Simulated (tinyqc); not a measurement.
## Resonant-tunnelling diode, transfer matrices and Tsu-Esaki current: effect of temperature at two biases

Emitter (band edge 0), barrier d1, well Lw, barrier d2, collector (edge -V). The bias drops linearly over these layers and none in the contacts; each layer is cut into ns equal slices, flat at the value of their centres. E is the energy of motion across the layers, C = hbar^2/(2 m0), psi and psi'/m are continuous. Transport is coherent, T(E) is taken as independent of the transverse momentum, and charge in the well is ignored.

The current at V = 0.076 V and at V = 0.116 V, Ef held fixed. For the pair (psi, psi'/m) a flat layer has M = [[cos kd, (m/k) sin kd], [-(k/m) sin kd, cos kd]] with k = sqrt(m (E - U)/C) above its edge U, and M = [[cosh Kd, (m/K) sinh Kd], [(K/m) sinh Kd, cosh Kd]] with K = sqrt(m (U - E)/C) below it. Later slices stand to the left. With M acting on (psi, psi'/m) and v = k/m in each lead, T(E) = 4 vL vR/[(vL vR M12 - M21)^2 + (vR M11 + vL M22)^2]. J = J0 times the integral over E > 0 of T(E) N(E), N = ln[(1 + exp((Ef - E)/Vt))/(1 + exp((Ef - V - E)/Vt))], J0 = q^2 mw m0 kB T/(2 pi^2 hbar^3) (times 1e-4 for A/cm^2 per eV). The integral is converged to the digits shown.

Inputs (values chosen for the exercise); masses and offsets close to those of GaAs wells and AlGaAs barriers:
- mw = 0.069 m0 (mass in the well, spacer and contacts)
- U1 = 0.25 eV (barrier height)
- m1 = 0.092 m0 (barrier mass)
- d1 = 2.1 nm (emitter barrier)
- Lw = 7.4 nm (well width)
- d2 = 2.1 nm (collector barrier)
- ns = 2 (slices in each layer)
- Ef = 0.025 eV (Fermi energy of both contacts above their band edges)

Constants: q = 1.602176634e-19 C, kB = 1.380649e-23 J/K, hbar = 1.054571817e-34 J s, m0 = 9.1093837015e-31 kg, Vt = kB T/q, hbar^2/(2 m0) = 0.0380998212 eV nm^2. Results are converted to the units shown.

Effect of temperature at two biases:

| T (K) | J at 0.076 V (kA/cm^2) | J at 0.116 V (kA/cm^2) | ratio |
|---|---|---|---|
| 40 | 54.37 | 3.992 | 13.62 |
| 77 | 56.92 | 4.828 | 11.79 |
| 150 | 67.58 | 8.551 | 7.904 |
| 220 | 82.12 | 18.34 | 4.478 |
| 300 | 106.5 | 45.42 | 2.344 |
| 400 | 155.6 | 111.8 | 1.393 |

Read the table: what changes, and by how much?

The first current rises from 54.4 to 156 kA/cm^2, the second rises from 3.99 to 112 kA/cm^2, and their ratio falls from 13.6 to 1.39. Heat lifts electrons to energies where the barriers transmit more, which raises the second current by a far larger factor than the first.

Program tinyqc, `OMP_NUM_THREADS=1 python tinyqc.py 2600129 2600130 out.jsonl`; Intel Xeon 2.30GHz, shared host, one thread, about 0.2 s.
